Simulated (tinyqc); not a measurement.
Three-phonon processes in a diatomic chain: dispersion, energy and momentum conservation, and decay channels of optical phonons: one step, computed by the program tinyqc. Command: `OMP_NUM_THREADS=1 python tinyqc.py 3121417 3121418 out.jsonl threeph walk`. One thread of a shared host (Intel(R) Xeon(R) Processor @ 2.30GHz), about 0.05 s of CPU time with the checks.

Cell length a, two atoms, one spring constant. x = q a/pi runs from -1 to 1; A and O are the acoustic and optical branches. Matrix elements are not computed: only conservation laws and occupation factors are followed.

Question. Decay of the zone-centre phonon. omega^2 = k (1/m + 1/M) -/+ k sqrt((1/m + 1/M)^2 - 4 sin^2(pi x/2)/(m M)); nu = 15.6333042 THz x sqrt(omega^2) for eV/(angstrom^2 u). O(0) -> A(x) + A(-x) needs nu_A(x) = nu_O(0)/2, which gives sin^2(pi x/2) = (3/16)(m + M)^2/(m M). Full width at half maximum Gamma = Gamma_0 (1 + 2 n), n = 1/(exp(h nu_A/(k_B T)) - 1); lifetime = 1/(2 pi c Gamma).

Inputs (values chosen for the exercise, for a model chain):

| quantity | value | unit |
|---|---|---|
| light mass m | 12 | u |
| heavy mass M | 22.4 | u |
| temperature T | 800 | K |
| zero-temperature width Gamma_0 | 1.6 | 1/cm |

optical top = 26.23172 THz

Constants: h x 1 THz = 4.135667696 meV; k_B = 8.617333262e-05 eV/K; c = 299792458 m/s.

Give: x of the products; their frequency; occupation n; width Gamma; lifetime.

Answer.

x of the products = 0.7256

their frequency = 13.12 THz

occupation n = 0.8358

width Gamma = 4.275 1/cm

lifetime = 1.242 ps
